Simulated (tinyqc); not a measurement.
Offset from the accumulated charge.

Question. Layer 1 (x < 0) accumulates electrons and layer 2 (x > 0) is depleted. Boltzmann statistics. Sheet densities from the first integral: Q1 = sqrt((2 eps0 eps_r Vt N1/q)(exp(u1) - u1 - 1)) extra electrons, Q2 = sqrt((2 eps0 eps_r Vt N2/q)(exp(-u2) + u2 - 1)) missing ones, u = V/Vt; neutrality Q1 = Q2 + si. V1 + V2 = dE + Vt ln[(N2/Nc2)/(N1/Nc1)]. Find V1, V2 and dE.

Values chosen for this exercise; values of the order of III-V alloys: temperature T = 200 K; relative permittivity of both layers eps_r = 12.7; density of states of the narrow-gap layer 1 Nc1 = 2.2e17 cm^-3; density of states of the wide-gap layer 2 Nc2 = 1e18 cm^-3; donor density in layer 1 N1 = 8.1e15 cm^-3; donor density in layer 2 N2 = 2.3e16 cm^-3; fixed charge at the interface si = 0 cm^-2.

Constants: q = 1.602176634e-19 C, kB = 1.380649e-23 J/K, Vt = kB T/q, eps0 = 8.8541878128e-14 F/cm where lengths are in cm. Results are converted to the units shown.

Q1 = 2.2440566e11 cm^-2

Solution. Each sheet density rises steadily with its bending, so Q1 fixes V1 and Q2 = Q1 - si fixes V2.

V1 = 0.0587 V
V2 = 0.173 V
dE = 0.240 eV

tinyqc, about 0.08 s, one thread, Intel Xeon 2.30GHz (shared host): `OMP_NUM_THREADS=1 python tinyqc.py 2410068 2410069 out.jsonl`
